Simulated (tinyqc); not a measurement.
# Minimum-mode following (dimer method) and harmonic rate on a two-dimensional model surface, step by step

A worked calculation. Computed by tinyqc, a small Python program that keeps every step. Command: `OMP_NUM_THREADS=1 python tinyqc.py 3021760 3021761 out.jsonl dimer walk`. One thread of a shared host (Intel(R) Xeon(R) Processor @ 2.30GHz), about 0.01 s of CPU time with the checks. Intermediate numbers are printed to about 7 digits and carried at full precision; extremes and crossings named in words are read from the listed rows.

V(x, y) = -A (cos kx + cos ky) - B cos kx cos ky + (C sin ky + S sin kx)(1 - cos kx), k = 2 pi/a; the atom hops from the minimum at (0, 0) to that at (a, 0).

Inputs (values chosen for the exercise, for a model surface):

| quantity | value | unit |
|---|---|---|
| amplitude A | 0.15 | eV |
| amplitude B | 0.006 | eV |
| skew C | 0.052 | eV |
| asymmetry S | 0.016 | eV |
| period a | 3 | angstrom |
| start as a fraction of the way from minimum to saddle | 0.79 | - |
| offset of the start in y | 0.053 | angstrom |
| first angle of the dimer | -5 | degrees |
| half length delta | 0.005 | angstrom |
| step factor eta | 0.42 | angstrom^2/eV |
| mass M | 137 | u |
| temperature T | 500 | K |

Surface: adatom on a square lattice.

Constants: nu for 1 eV/(angstrom^2 u) = 15.6333042 THz; k_B = 8.617333262e-05 eV/K.

## Stationary points

Newton steps x(new) = x - H^-1 grad V (moves limited to 0.3 angstrom) from (0, 0), (a, 0) and (a/2, 0) give the two minima and the saddle.

positions (angstrom):
```
               x          y
start   0.000000   0.000000
end     3.000000   0.000000
saddle  1.385143  -0.295098
```

energies (eV): start -0.3060000, end -0.3060000, saddle -0.0237023

barrier from the start = 0.2822977 eV

## Starting point

R0 = start minimum + fraction x (saddle - minimum) + (0, offset); in practice such a guess comes from a displaced minimum.

R at the start (angstrom): 1.094263  -0.180127

phi at the start = -5 degrees

## Dimer step 1

Dimer at R with unit axis N = (cos phi, sin phi) and normal T = (-sin phi, cos phi). Gradients g at R +/- delta N and at R +/- delta T give H N and H T by central differences, (g+ - g-)/(2 delta). With C_N = N.H N, C_T = T.H T and b = T.H N, rotate by theta = (1/2) atan2(-2b, C_T - C_N), the angle of least curvature C = (C_N + C_T)/2 - sqrt((C_N - C_T)^2/4 + b^2). Translate along F = -g + 2 (g.N) N if C < 0, else along F = (g.N) N, with the new axis: R(new) = R + eta F, the move limited to 0.2 angstrom.

C_N, C_T, b (eV/angstrom^2): -0.6058322  0.7539124  0.0492508

rotation theta = -2.071672 degrees

phi after step 1 = -7.071672 degrees

least curvature C = -0.6076137 eV/angstrom^2

gradient g (eV/angstrom): 0.1967963  0.0554187

effective force F (eV/angstrom): 0.1772894  -0.1018257

R after step 1 (angstrom): 1.168724  -0.222894

The curvature is negative, so the force along the axis is inverted.

## Dimer step 2

The formulas are those given above.

C_N, C_T, b (eV/angstrom^2): -0.6406611  0.7638453  -0.0348229

rotation theta = 1.419412 degrees

phi after step 2 = -5.652260 degrees

least curvature C = -0.6415239 eV/angstrom^2

gradient g (eV/angstrom): 0.1448646  0.0349847

effective force F (eV/angstrom): 0.1351962  -0.0627029

R after step 2 (angstrom): 1.225507  -0.249229

The curvature is negative, so the force along the axis is inverted.

## All steps

R0 = start minimum + fraction x (saddle - minimum) + (0, offset). Stop when |g| is below 1e-5 eV/angstrom, after 150 steps at most.

Course of the dimer:

| step | x (angstrom) | y (angstrom) | E above the start (eV) | C (eV/angstrom^2) | \|g\| (eV/angstrom) |
|---|---|---|---|---|---|
| 1 | 1.094263 | -0.1801272 | 0.2574046 | -0.6076137 | 2.044505e-01 |
| 2 | 1.168724 | -0.2228940 | 0.2681929 | -0.6415239 | 1.490291e-01 |
| 3 | 1.225507 | -0.2492292 | 0.2745421 | -0.6514659 | 1.077254e-01 |
| 4 | 1.267687 | -0.2655954 | 0.2780785 | -0.6503955 | 7.782982e-02 |
| 5 | 1.298709 | -0.2759003 | 0.2800073 | -0.6453139 | 5.639963e-02 |
| 6 | 1.321466 | -0.2824757 | 0.2810529 | -0.6394376 | 4.103475e-02 |
| 7 | 1.338169 | -0.2867230 | 0.2816197 | -0.6340512 | 2.997251e-02 |
| 8 | 1.350448 | -0.2894966 | 0.2819277 | -0.6295537 | 2.196641e-02 |
| 9 | 1.359491 | -0.2913253 | 0.2820953 | -0.6259719 | 1.614319e-02 |
| ... | ... | ... | ... | ... | ... |
| 26 | 1.384984 | -0.2950892 | 0.2822977 | -0.6148799 | 9.763899e-05 |
| 27 | 1.385025 | -0.2950916 | 0.2822977 | -0.6148618 | 7.241970e-05 |
| 28 | 1.385055 | -0.2950934 | 0.2822977 | -0.6148484 | 5.371531e-05 |
| 29 | 1.385078 | -0.2950946 | 0.2822977 | -0.6148385 | 3.984242e-05 |
| 30 | 1.385095 | -0.2950955 | 0.2822977 | -0.6148311 | 2.955277e-05 |
| 31 | 1.385107 | -0.2950961 | 0.2822977 | -0.6148257 | 2.192070e-05 |
| 32 | 1.385116 | -0.2950966 | 0.2822977 | -0.6148216 | 1.625974e-05 |
| 33 | 1.385123 | -0.2950969 | 0.2822977 | -0.6148186 | 1.206078e-05 |
| 34 | 1.385128 | -0.2950971 | 0.2822977 | -0.6148164 | 8.946209e-06 |

final position (angstrom): 1.385128  -0.295097

steps = 34

final |g| = 8.946209e-06 eV/angstrom

Converged in 34 steps on the saddle found by Newton steps.

## Curvatures and frequencies

Diagonalise the Hessian at the start minimum and at the saddle; nu = 15.6333042 THz x sqrt(|lambda|/M).

Hessian at the minimum (eV/angstrom^2):
```
           1          2
1  0.6842926  0.0000000
2  0.0000000  0.6842926
```

Hessian at the saddle (eV/angstrom^2):
```
            1          2
1  -0.6131736  0.0479232
2   0.0479232  0.7759575
```

eigenvalues at the minimum (eV/angstrom^2): 0.6842926  0.6842926

eigenvalues at the saddle (eV/angstrom^2): -0.6148249  0.7776089

frequencies at the minimum (THz): 1.104871  1.104871

frequencies at the saddle (the first is imaginary) (THz): 1.047288  1.177799

## Harmonic rate

Vineyard prefactor nu* = nu1 nu2 (minimum)/nu2 (saddle); k = nu* exp(-E_b/(k_B T)).

prefactor nu* = 1.036458 THz

rate k = 1.479503e+09 1/s

The stable mode of the saddle is stiffer than either mode of the minimum, which lowers the prefactor below both frequencies.

Checks made by the program: energy at the dimer end point against that of the Newton saddle (relative difference 2e-10).
